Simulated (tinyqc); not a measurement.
Pressure and uniformity: chemical vapour deposition: Grove model, boundary layer, depletion and step coverage. Computed by tinyqc, a small Python program. Command: `OMP_NUM_THREADS=1 python tinyqc.py 3011088 3011089 out.jsonl cvd walk`. One thread of a shared host (Intel(R) Xeon(R) Processor @ 2.30GHz), about 0.03 s of CPU time with the checks.

A precursor diffuses to the surface and reacts there at first order; each molecule that reacts adds one formula unit of film.

Inputs (values chosen for the exercise, close to those used for silicon dioxide from an alkoxysilane):
```
quantity                                       value                unit
prefactor k0 of k_s                          4.6e+09                cm/s
activation energy E                             1.96                  eV
temperature T                                    700                   C
total pressure p                                 1.8                torr
mole fraction of the precursor Y                0.45                   -
gas diffusivity D0 at 273.15 K and 760 torr     0.53              cm^2/s
film density N                               2.2e+22  formula units/cm^3
precursor mass M                                 208                   u
wafer radius R                                    15                  cm
wafer spacing s                                 0.96                  cm
```

Reactor: wafer stack, low pressure.

Constants: k_B = 1.380649e-23 J/K; u = 1.6605390666e-27 kg; k_B = 8.617333262e-05 eV/K.

Method:
- k_s = k0 exp(-E/(k_B T)); C_g = Y p/(k_B T), 1 torr = 133.322 Pa; D = D0 (T/273.15)^1.75 (760/p).
- Temperatures in kelvin are T(C) + 273.15.
- Mean speed c = sqrt(8 k_B T/(pi M)); reactive sticking probability beta = 4 k_s/c.
- Between two wafers the gas diffuses inward and reacts on both faces: (D/r) d/dr (r dC/dr) = 2 k_s C/s, so C(r)/C_g = I0(phi r/R)/I0(phi) with phi^2 = 2 k_s R^2/(s D); G(r) = k_s C(r)/N, 1 cm/s = 6e8 nm/min; the mean over the wafer is eta = 2 I1(phi)/(phi I0(phi)).

gas diffusivity D = 2067.42 cm^2/s

surface rate constant k_s = 0.325276 cm/s

precursor density C_g = 8.03755e+15 1/cm^3

Effect of the total pressure at fixed Y:
```
p (torr)  D (cm^2/s)     phi  centre/edge  G at the edge (nm/min)
0.05      7.4427e+04  0.0453      0.99949              1.9806e+00
0.1       3.7214e+04  0.0640      0.99898              3.9612e+00
0.3       1.2405e+04  0.1109      0.99693              1.1884e+01
1         3.7214e+03  0.2024      0.98984              3.9612e+01
3         1.2405e+03  0.3506      0.96996              1.1884e+02
10        3.7214e+02  0.6401      0.90491              3.9612e+02
30        1.2405e+02  1.1087      0.75091              1.1884e+03
100       3.7214e+01  2.0242      0.43132              3.9612e+03
```

What does the comparison show, and why?

D scales as 1/p and phi as sqrt(p), while the edge rate grows as p. The centre stays within 5 % of the edge up to 3 torr: low pressure trades rate for uniformity and lets wafers stand close together. Caution: first-order rates above 1000 nm/min in the high-pressure rows are an extrapolation not met in practice. Caution: at the lowest pressures the mean free path exceeds the wafer spacing, so D stops growing as 1/p.

Extremes, crossings and ranges named in words are read from the listed rows.
